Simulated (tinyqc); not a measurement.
# Schottky barrier on an n-type semiconductor, non-linear Poisson equation by Newton steps: what changes with what

One dimension, metal at x = 0, donor density C(x) = Nd, uniform. Energies are counted from the electron Fermi level of the semiconductor and the conduction-band edge is Ec = -psi, so n = Nc exp(psi/Vt); holes follow the Fermi level of the metal, at -V, so p = Nv exp((V - psi - Eg)/Vt). Ends: psi(0) = V - phiB and psi = Vt ln(Nd/Nc) deep inside. Boltzmann statistics, full ionisation, no current, no image force in the Poisson equation.

Parameters, values chosen for the exercise; band and dielectric values close to those of cadmium telluride:
- T = 400 K (temperature)
- Eg = 1.5 eV (band gap)
- eps_r = 10.4 (relative permittivity)
- Nc = 1.22e18 cm^-3 (conduction-band density of states at T)
- Nv = 2.74e19 cm^-3 (valence-band density of states at T)
- Nd = 4.2e16 cm^-3 (donor density deep in the semiconductor)
- phiB = 0.82 eV (barrier height)
- V = 0 V (bias of the metal against the semiconductor)

Constants: q = 1.602176634e-19 C, kB = 1.380649e-23 J/K, Vt = kB T/q, eps0 = 8.8541878128e-14 F/cm where lengths are in cm. Results are converted to the units shown.

Each table varies one quantity; the others keep the values above.

## Capacitance-voltage profiling

The Poisson equation d/dx(eps0 eps_r dpsi/dx) = -q (p - n + C) is solved on a mesh of about 1000 nodes or more that ends in neutral material. C_s = q d/dV of the integral of n over x, from the linearised equation. Probed depth w = eps0 eps_r/C_s; apparent doping N_app = C_s^3/(q eps0 eps_r dC_s/dV), the derivative by central differences over +/- 0.02 V.

The same in every row: true C(w) (cm^-3) = 4.200e16.

Capacitance-voltage profiling:
```
V (V),C_s (nF/cm^2),w (nm),N_app (cm^-3),|E_0| (kV/cm)
0,68.03,135.4,4.198e16,98.91
-0.3,56.53,162.9,4.199e16,119.0
-0.6,49.40,186.4,4.199e16,136.2
-0.9,44.43,207.2,4.200e16,151.5
-1.2,40.71,226.2,4.200e16,165.3
-1.5,37.79,243.7,4.200e16,178.1
-1.8,35.42,260.0,4.200e16,190.0
-2.1,33.45,275.3,4.200e16,201.2
-2.4,31.77,289.8,4.200e16,211.8
-2.7,30.32,303.7,4.200e16,221.9
-3,29.06,316.9,4.200e16,231.6
```

Read the table: what changes, and by how much?

C_s falls from 68.0 to 29.1 nF/cm^2 while the probed depth goes from 135 to 317 nm. The apparent doping stays near 4.20e16 cm^-3. It departs most from the true doping at that depth for V = 0 V, where it is 0.056 % below it; so the doping is read well over the depths probed.

## Effect of the donor density deep in the semiconductor

First integral for uniform doping: E_0^2 = (2 q/(eps0 eps_r)) [Nd (U - Vt + Vt exp(-U/Vt)) + Vt p_0], U = Vbi - V, Vbi = phiB - Vt ln(Nc/Nd), p_0 = Nv exp((phiB - Eg)/Vt) (deep holes neglected). Image-force lowering dphi = sqrt(q E_0/(4 pi eps0 eps_r)), at x_m = sqrt(q/(16 pi eps0 eps_r E_0)). W = sqrt(2 eps0 eps_r U/(q Nd)).

Effect of the donor density deep in the semiconductor:
```
Nd (cm^-3),Vbi (V),W (nm),E_0 (kV/cm),dphi (mV),exp(dphi/Vt),p_0/Nd
1e15,0.57504,813.02,13.715,13.780,1.4915,7.4153e-5
2.2e15,0.60222,560.94,20.848,16.990,1.6371,3.3706e-5
4.8e15,0.62911,388.14,31.516,20.889,1.8331,1.5449e-5
1.1e16,0.65769,262.16,48.842,26.005,2.1264,6.7412e-6
2.3e16,0.68312,184.77,72.052,31.585,2.5001,3.2240e-6
5.1e16,0.71057,126.55,109.54,38.944,3.0951,1.4540e-6
1.1e17,0.73706,87.762,163.99,47.651,3.9845,6.7412e-7
2.4e17,0.76395,60.489,246.83,58.460,5.4520,3.0897e-7
```

What does the table show?

As Nd goes from 1e15 to 2.4e17, the surface field rises from 13.7 to 247 kV/cm, the lowering rises from 13.8 to 58.5 mV and W falls from 813 to 60.5 nm. Over the table the lowering goes as Nd^(0.26); the depletion formulas give 1/4 at fixed Vbi.

Numbers from tinyqc (`OMP_NUM_THREADS=1 python tinyqc.py 2020007 2020008 out.jsonl`; about 0.05 s on one thread of a shared Intel Xeon 2.30GHz).
